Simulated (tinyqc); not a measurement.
Charge control and current of a heterostructure field-effect transistor: one step, computed by the program tinyqc.

Two subbands in a triangular well; E_F is counted from the conduction band edge of the channel at the interface.

Question. Saturation current. With V = e n_s/C_g and V_c = v_s L/mu: for v = mu F/(1 + mu F/v_s), V_Dsat = V_c (sqrt(1 + 2V/V_c) - 1) and I/W = C_g v_s (V - V_Dsat); g_m = dI/dV; extrinsic g_m/(1 + g_m R_S); f_T = g_m/(2 pi C_g L).

Inputs (values chosen for the exercise, modelled on AlGaAs/GaAs):
```
quantity,value,unit
permittivity eps (barrier and channel),12.7,-
conduction band offset dE_c,0.13,eV
mobility mu,5900,cm^2/(V s)
saturation velocity v_s,1.8,1e7 cm/s
gate length L,1800,nm
source resistance R_S,0,ohm mm
temperature T,400,K
spacer between delta layer and channel,3.7,nm
```

Charge source: delta doping. Velocity law: smooth.

sheet density n_s = 2.825171e+12 1/cm^2

gate capacitance C_g = 0.3769317 microfarad/cm^2

Constants: e = 1.602176634e-19 C.

Give: V; V_c; V_Dsat; saturation current I/W; intrinsic g_m; extrinsic g_m; intrinsic f_T.

Answer.

V = 1.2009 V

V_c = 0.54915 V

V_Dsat = 0.72383 V

saturation current I/W = 323.66 mA/mm

intrinsic g_m = 385.79 mS/mm

extrinsic g_m = 385.79 mS/mm

intrinsic f_T = 9.0497 GHz

V/V_c = 2.19: between the square law and full saturation; I is 40 % of e n_s v_s = 815 mA/mm. Caution: E_F lies above the conduction band minimum of the barrier, so electrons would spill into the barrier.
